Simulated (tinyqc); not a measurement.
Inversion layer as a triangular well, valleys of the Ge type, step by step. Values are carried at full precision from step to step, so a last printed digit may differ when a step is redone from the rounded ones.

Four ellipsoidal valleys (eight halves) with their long axes along <111>, mass ml along the axis and mt across it. For a valley whose axis makes the angle theta with the surface normal, 1/m_z = cos^2(theta)/ml + sin^2(theta)/mt sets the confinement; in the plane the masses are m_1 = mt and m_2 = ml mt/m_z, and m_d = sqrt(m_1 m_2). The Gamma and Delta valleys are left out; the heavy Delta valleys, about 0.18 eV up, can lie lowest under strong confinement.

Constants: e^2/(4 pi eps0) = 14.39964547 eV angstrom; hbar^2/2m0 = 3.80998211 eV angstrom^2; kB = 8.617333262e-05 eV/K.

Inputs chosen for the exercise (near those of Ge; shifted at random, so the results belong to these values and not to a real crystal):
```
symbol  value  unit         meaning
ml      1.576  m0           longitudinal mass
mt      0.082  m0           transverse mass
face    100                 surface
eps     16.1                dielectric constant
Ns      6.1    x 1e12/cm^2  electron sheet density
Nd      0.45   x 1e12/cm^2  depletion charge
eta     0.5                 share of Ns in the effective field
T       77     K            temperature
tox     26     angstrom     SiO2-equivalent oxide thickness
```

## Valley masses on the (100) face

Group the valleys by their angle to the normal, heaviest m_z first.

Valleys (masses in m0):
```
valleys g  cos^2(theta)     m_z     m_1     m_2     m_d
4                0.3333  0.1199  0.0820  1.0780  0.2973
```

All valleys are equivalent on this face.

## Effective field

The field is taken as constant, e F = 4 pi (e^2/4 pi eps0)(Nd + eta Ns)/eps, with 1e12/cm^2 = 1e-4/angstrom^2, and the oxide as a hard wall at z = 0; c = hbar^2/2m0.

Find e F, and F in MV/cm (1 MV/cm = 0.01 V/angstrom).

e F = 0.00393372 eV/angstrom
F = 0.3934 MV/cm

## Subband ladders

Level j of a valley lies at E_j = a_j (c (e F)^2/m_z)^(1/3) above the band edge at the surface, with the Airy zeros a_j = 2.338107, 4.087949, 5.520560, 6.786708, 7.944134, 9.022651, 10.040174, 11.008524, 11.936016, 12.828777, and has <z> = 2 E_j/(3 e F).

The ten lowest levels of all groups of valleys together, j = 0, 1, ..., c = hbar^2/2m0; primes mark the groups with lighter m_z.

Subbands:
```
label  valleys g  m_d (m0)  E (eV)  <z> (angstrom)
0              4    0.2973  0.1846           31.28
1              4    0.2973  0.3227           54.69
2              4    0.2973  0.4358           73.85
3              4    0.2973  0.5357           90.79
4              4    0.2973  0.6271          106.27
5              4    0.2973  0.7122          120.70
6              4    0.2973  0.7925          134.31
7              4    0.2973  0.8689          147.26
8              4    0.2973  0.9421          159.67
9              4    0.2973  1.0126          171.61
```

The second subband is 1, 138.1 meV above the first. Levels above about 0.5 eV lie beyond parabolic valleys.

## Fermi level and populations

Subband i holds n_i = g m_d/(2 pi c) kB T ln(1 + exp((EF - E_i)/kB T)) (spin included), and EF is fixed by sum n_i = Ns over the levels listed or, where none are listed, over j = 0 to 9 of each group; 1e12/cm^2 = 1e-4/angstrom^2.

Solve for EF; c = hbar^2/2m0. The mean distance is sum n_i <z>_i/Ns.

EF = 0.1957 eV

Populations:
```
label  (EF - E)/kB T  n (1e12/cm^2)  share (%)
0               1.68          6.100      100.0
1             -19.14          0.000        0.0
2             -36.18          0.000        0.0
3             -51.24          0.000        0.0
4             -65.01          0.000        0.0
5             -77.84          0.000        0.0
6             -89.94          0.000        0.0
7            -101.46          0.000        0.0
8            -112.50          0.000        0.0
9            -123.12          0.000        0.0
```

mean distance from the surface = 31.28 angstrom

The lowest subband holds 100.0 % of the electrons and is partly degenerate (EF within a few kB T of its edge).

## Effect on the gate capacitance

The charge sits at the mean distance <z> from the surface, which adds (3.9/eps) <z> to the oxide thickness; C/Cox = tox/(tox + 3.9 <z>/eps). The density-of-states term is left out.

added thickness = 7.58 angstrom
C/Cox = 0.774

## Checks

- Lowest level by finite differences against the Airy formula, eV: both 0.1846.

Computed by tinyqc, a small Python program: `OMP_NUM_THREADS=1 python tinyqc.py 1251879 1251880 out.jsonl` (the numbers bound the seed that draws the inputs); one thread of a shared host (Intel(R) Xeon(R) Processor @ 2.30GHz), about 0.02 s for the whole set of steps.
